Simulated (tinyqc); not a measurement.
The coupled modes against doping: free-carrier optics of a doped semiconductor (Drude model with one polar phonon).

eps(E) = ei [1 - Ep^2/(E^2 + i E Gam)] + (es - ei) wT^2/(wT^2 - E^2 - i E gT), with Ep^2 = 8 pi c (e^2/(4 pi eps0)) N/(m ei), c = hbar^2/2m0, N in 1/angstrom^3 (1e-24 per 1/cm^3); Gam = hbar/tau, tau = mu m m0/e with m0/e = 5.685630e-12 kg/C and mu in m^2/(V s). Energies in meV.

Constants: hbar^2/2m0 = 3.80998211 eV angstrom^2; e^2/(4 pi eps0) = 14.39964547 eV angstrom.

Values chosen for the exercise (mass and dielectric values near those of SiC; N and mu are free inputs; interband absorption and the rise of the mass with filling are left out; the results hold for these values, not for the real material): m = 0.385 m0 (conductivity mass); ei = 6.59 (high-frequency dielectric constant); wT = 96.9 meV (TO phonon); es = 9.85 (static dielectric constant).

L-, L+ solve E^4 - (wL^2 + Ep^2) E^2 + Ep^2 wT^2 = 0, wL = wT sqrt(es/ei); damping left out; energies in meV.

Modes:

| N (1/cm^3) | Ep | L- | L+ | Ep sqrt(ei/es) |
|---|---|---|---|---|
| 8.0e+17 | 20.85 | 16.97 | 119.09 | 17.06 |
| 3.0e+18 | 40.38 | 32.36 | 120.90 | 33.03 |
| 8.0e+18 | 65.94 | 50.83 | 125.69 | 53.93 |
| 3.0e+19 | 127.69 | 79.96 | 154.74 | 104.44 |
| 5.0e+19 | 164.84 | 87.12 | 183.35 | 134.83 |
| 1.0e+20 | 233.12 | 92.33 | 244.65 | 190.68 |
| 3.0e+20 | 403.78 | 95.47 | 409.83 | 330.27 |
| 8.0e+20 | 659.37 | 96.38 | 662.96 | 539.33 |

Give the missing row, N (1/cm^3) = 2.0e+19.

Computed row:
```
N (1/cm^3)      Ep     L-      L+  Ep sqrt(ei/es)
2.0e+19     104.26  71.92  140.47           85.28
```

wL = 118.47 meV

At low density L- follows Ep sqrt(ei/es) (16.97 against 17.06), a plasmon screened by the lattice, and L+ starts at wL. At the highest density L- has come within 0.52 meV of wT, since the carriers screen the field that lifts wL, and L+ is within 3.59 meV of Ep. The branches are closest, 68.55 meV, at 2e+19 1/cm^3 of those listed. The mass is held fixed, while in a real band it rises with filling.

Computed by tinyqc, a small Python program: `OMP_NUM_THREADS=1 python tinyqc.py 1682035 1682036 out.jsonl` (the numbers bound the seed that draws the inputs); one thread of a shared host (Intel(R) Xeon(R) Processor @ 2.30GHz), about 0.01 s for the whole set of steps.
